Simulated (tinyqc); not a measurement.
Inside a calculation. Model: resistance of a source-drain extension with a graded tip.

Computed by the program tinyqc: `OMP_NUM_THREADS=1 python tinyqc.py 2282094 2282095 out.jsonl`, one thread of a shared Intel Xeon 2.30GHz, about 0.03 s for the whole run. Printed values are rounded.

y runs along the channel, the gate covers y > 0. The doping is N0 for y < y0 and N0 10^(-(y - y0)/la) beyond, uniform over the depth xj. Sheet conductance s(y) = q mu(N) max(N - Nch, 0) xj + (for y > 0) ma Cox Vo, with mu(N) = u0 + (u1 - u0)/(1 + (N/Nr)^au) and Cox = eps0 eox/tox. Current is taken as one-dimensional; depletion of the tip, spreading and the contact are left out. The metallurgical junction lies at yj, where N = Nch.

Values chosen for this exercise; mobility law close to that of holes in silicon:
- eox = 25 (relative permittivity of the gate insulator (close to zirconium oxide))
- tox = 11 nm (insulator thickness)
- N0 = 2e20 cm^-3 (active doping of the extension far from the gate)
- la = 6.3 nm/decade (lateral abruptness)
- y0 = -0.6 nm (position under the gate where the fall begins (gate edge at 0))
- xj = 29 nm (depth of the extension)
- Nch = 1.8e18 cm^-3 (channel doping)
- Vo = 0.8 V (gate overdrive)
- ma = 100 cm^2/(V s) (mobility of the gate-induced layer)
- u1 = 470.5 cm^2/(V s) (mobility at low doping)
- u0 = 44.9 cm^2/(V s) (mobility at high doping)
- Nr = 2.23e17 cm^-3 (reference doping)
- au = 0.719 (exponent)
- Lg = 50 nm (gate length)

Constants: q = 1.602176634e-19 C, eps0 = 8.8541878128e-14 F/cm where lengths are in cm. Results are converted to the units shown.

## Sheet resistances and junction position

yj = y0 + la log10(N0/Nch); sheet resistance of the full extension 1/[q mu(N0)(N0 - Nch) xj] and of the gate-induced layer 1/(ma Cox Vo); metallurgical length Lg - 2 yj; ye is where the doped and the gate-induced conductances are equal.

yj = 12.28827 nm
sheet resistance of the extension = 225.8413 ohm/square
sheet resistance of the induced layer = 6211.750 ohm/square
metallurgical length = 25.42346 nm
ye = 8.961135 nm
N at ye = 6.072808e18 cm^-3

The gate takes over 3.33 nm before the junction, where N is still 3.37 times the channel doping.

## Resistance of the overlapped part

Midpoint rule on 9 equal steps from 0 to yj: R_ov = sum h/s(y), per width.

| point | y (nm) | N (cm^-3) | doped conductance (uS) | sheet resistance (ohm/square) |
|---|---|---|---|---|
| 0 | 0.6826818 | 1.251497e20 | 2828.037 | 334.5576 |
| 1 | 2.048045 | 7.598106e19 | 1765.882 | 518.9772 |
| 2 | 3.413409 | 4.612973e19 | 1110.389 | 786.5508 |
| 3 | 4.778773 | 2.800635e19 | 702.3575 | 1158.289 |
| 4 | 6.144136 | 1.700326e19 | 444.7806 | 1650.803 |
| 5 | 7.509500 | 1.032305e19 | 278.3815 | 2276.003 |
| 6 | 8.874863 | 6.267343e18 | 166.7711 | 3051.047 |
| 7 | 10.24023 | 3.805039e18 | 87.46244 | 4024.992 |
| 8 | 11.60559 | 2.310121e18 | 26.47657 | 5334.420 |

R_ov = 26.127 ohm um

The exact integral is 26.231 ohm um; the coarse sum is 0.40 % below it.
